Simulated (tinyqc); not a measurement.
Implant damage, amorphisation by cascade overlap, and solid-phase epitaxial regrowth: one step, computed by the program tinyqc. Command: `OMP_NUM_THREADS=1 python tinyqc.py 3111445 3111446 out.jsonl sper walk`. One thread of a shared host (Intel(R) Xeon(R) Processor @ 2.30GHz), about 0.01 s of CPU time with the checks.

Range and width of the damage are inputs. Dynamic annealing enters only through the surviving share f.

Question. Damage left below the interface. Displaced atoms per area beyond the lower edge z2: f nu Q (1/2) erfc((z2 - R_d)/(sqrt2 s_d)); they are not removed by regrowth.

Inputs (values chosen for the exercise, modelled on germanium ions in germanium):
```
quantity,value,unit
depth of the damage peak R_d,14,nm
width of the damage profile s_d,7.1,nm
share of defects that survive f,0.61,-
dose Q,2.7e+15,1/cm^2
```

lower edge = 35.44367 nm

displacements per ion nu = 594.0177

Give: share of the damage beyond z2; displaced atoms beyond z2.

Answer.

share of the damage beyond z2 = 0.001263

displaced atoms beyond z2 = 1.236e+15 1/cm^2
